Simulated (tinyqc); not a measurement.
# Memristor with linear dopant drift: what changes with what

A film of thickness D has a doped share x: R = Ron x + Roff (1 - x), i = v/R, dx/dt = k i F with k = mv Ron/D^2 and F = 1 (no window). The drive is v = V0 sin(2 pi f t). The model has no threshold and no heating.

Parameters, values chosen for the exercise: resistance of the fully doped film Ron = 200 ohm; resistance of the undoped film Roff = 40000 ohm; film thickness D = 15 nm; dopant mobility mv = 4.3e-14 m^2/(V s); doped share at t = 0 x0 = 0.33; amplitude V0 = 0.5 V; frequency f = 1.8 Hz.

Each table varies one quantity; the others keep the values above.

## Effect of the amplitude on the first half period

The equation is integrated to convergence over the first half period; the lobe area is the integral of i dv, down branch less up branch.

Effect of the amplitude on the first half period:

| V0 (V) | x at half period | R0/R(half period) | peak i (uA) | lobe area (uW) |
|---|---|---|---|---|
| 0.1 | 0.3556 | 1.039 | 3.794 | 0.004898 |
| 0.17 | 0.3742 | 1.070 | 6.542 | 0.02511 |
| 0.23 | 0.3906 | 1.099 | 8.963 | 0.06457 |
| 0.3 | 0.4102 | 1.135 | 11.87 | 0.1501 |
| 0.37 | 0.4306 | 1.175 | 14.88 | 0.2955 |
| 0.43 | 0.4486 | 1.213 | 17.55 | 0.4844 |
| 0.5 | 0.4704 | 1.263 | 20.77 | 0.8036 |

What does the table show?

As V0 goes from 0.1 to 0.5 V, x at half period rises from 0.356 to 0.470, the resistance ratio rises from 1.04 to 1.26 and the lobe area rises from 0.00490 to 0.804 uW.

## Effect of the film thickness on the first half period

Same model as above.

Result of one run:

| D (nm) | x at half period | R0/R(half period) | peak i (uA) | lobe area (uW) |
|---|---|---|---|---|
| 20 | 0.4049 | 1.125 | 19.70 | 0.3859 |

What becomes of these results when the film thickness D is changed from 20 to 15 nm, all else the same?

Result of the changed run:

| D (nm) | x at half period | R0/R(half period) | peak i (uA) | lobe area (uW) |
|---|---|---|---|---|
| 15 | 0.4704 | 1.263 | 20.77 | 0.8036 |

The whole series:

| D (nm) | x at half period | R0/R(half period) | peak i (uA) | lobe area (uW) |
|---|---|---|---|---|
| 15 | 0.4704 | 1.263 | 20.77 | 0.8036 |
| 20 | 0.4049 | 1.125 | 19.70 | 0.3859 |
| 26 | 0.3733 | 1.068 | 19.23 | 0.2121 |
| 34 | 0.3549 | 1.038 | 18.96 | 0.1190 |
| 44 | 0.3448 | 1.022 | 18.82 | 0.06943 |
| 57 | 0.3388 | 1.013 | 18.73 | 0.04082 |
| 75 | 0.3351 | 1.008 | 18.68 | 0.02338 |

As D goes from 15 to 75 nm, x at half period falls from 0.470 to 0.335, the resistance ratio falls from 1.26 to 1.01 and the lobe area falls from 0.804 to 0.0234 uW. The rate constant goes as 1/D^2, so the area goes as D^(-2.03) between the last two rows.

Computed by the program tinyqc: `OMP_NUM_THREADS=1 python tinyqc.py 2880115 2880116 out.jsonl`, one thread of a shared Intel Xeon 2.30GHz, about 0.2 s for the whole run.
